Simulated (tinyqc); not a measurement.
MOSFET in the linear regime without short-channel effects, parameter extraction from computed curves: two steps of the calculation.

Inversion charge Q = Cox n Vt W0(exp((Vg - VT)/(n Vt))), W0 the Lambert function and n = nf; u = Q/Cox; mobility mu = mu0/(1 + th1 u + th2 u^2); channel resistance Rch = (L - dL)/(W mu Q); Id = Vd/(Rch + Rsd/W). Cox = eps0 eox/tox. Small Vd, no channel-length or drain effects.

Inputs (values chosen for the exercise); channel values of the order met in silicon transistors: relative permittivity of the gate insulator (close to silicon dioxide) eox = 3.9; insulator thickness tox = 2 nm; low-field mobility mu0 = 480 cm^2/(V s); second mobility attenuation factor th2 = 0.06 1/V^2; threshold voltage VT = 0.68 V; gate width W = 0.5 um; drawn gate length L = 0.3 um; drawn less effective length dL = 0.015 um; drain voltage Vd = 0.02 V.

Constants: eps0 = 8.8541878128e-14 F/cm where lengths are in cm. Results are converted to the units shown.

Question 1. Threshold and mobility at the peak transconductance. gm_i = (Id_(i+1) - Id_(i-1))/(Vg_(i+1) - Vg_(i-1)); at the point j of largest gm the tangent meets the axis at V_ext = Vg_j - Id_j/gm_j; field-effect mobility gm_j L/(W Cox Vd) with the drawn L.

```
point  Vg (V)       Id (uA)
0        0.48  9.0230218e-4
1        0.58   0.026805263
2        0.68    0.47104459
3        0.78     1.9328947
4        0.88     3.6491653
5        0.98     5.2124459
6        1.08     6.5624496
7        1.18     7.7150668
8        1.28     8.6994627
9        1.38     9.5436287
```

Find: gm; j; V_ext; field-effect mobility.

Answer 1.

gm, point 1 to 8 (uS): 2.351  9.530  15.89  16.40  14.57  12.51  10.69  9.143
j = 4
V_ext = 0.6575 V
field-effect mobility = 284.9 cm^2/(V s)

V_ext is 23 mV below the model VT, and the mobility so found is 44 % below mu0 L/(L - dL) = 505 cm^2/(V s), the value for the drawn L; attenuation, series resistance and the slow approach of Q to a straight line all lower the peak gm.

Question 2. The Y function. Y_i = Id_i/sqrt(gm_i). For Id = beta Vd x/(1 + th x), x = Vg - VT, Y = sqrt(beta Vd) x whatever th. Slope s from points 5 and 8; VT_Y = Vg - Y/s at point 8; beta = s^2/Vd; mobility beta L/(W Cox) with the drawn L; th* = (beta Vd x/Id - 1)/x at point 8.

```
point  Vg (V)       Id (uA)
0        0.48  9.0230218e-4
1        0.58   0.026805263
2        0.68    0.47104459
3        0.78     1.9328947
4        0.88     3.6491653
5        0.98     5.2124459
6        1.08     6.5624496
7        1.18     7.7150668
8        1.28     8.6994627
9        1.38     9.5436287
```

gm, point 1 to 8 (uS): 2.3507115  9.5304474  15.890604  16.397756  14.566421  12.513105  10.685066  9.1428095

Wanted: Y; s; VT_Y; beta; mobility from Y; th*.

Answer 2.

Y, point 1 to 8 (uA^0.5 V^0.5): 0.01748  0.1526  0.4849  0.9012  1.366  1.855  2.360  2.877
s = 5.038 uA^0.5 V^-0.5
VT_Y = 0.7089 V
beta = 1269 uA/V^2
mobility from Y = 441.0 cm^2/(V s)
th* = 1.166 1/V

The mobility from Y is 13 % below mu0 L/(L - dL) = 505 cm^2/(V s), which it should reach in deep inversion when th2 = 0.

Computed by the program tinyqc: `OMP_NUM_THREADS=1 python tinyqc.py 2210024 2210025 out.jsonl`, one thread of a shared Intel Xeon 2.30GHz, about 0.01 s for the whole run.
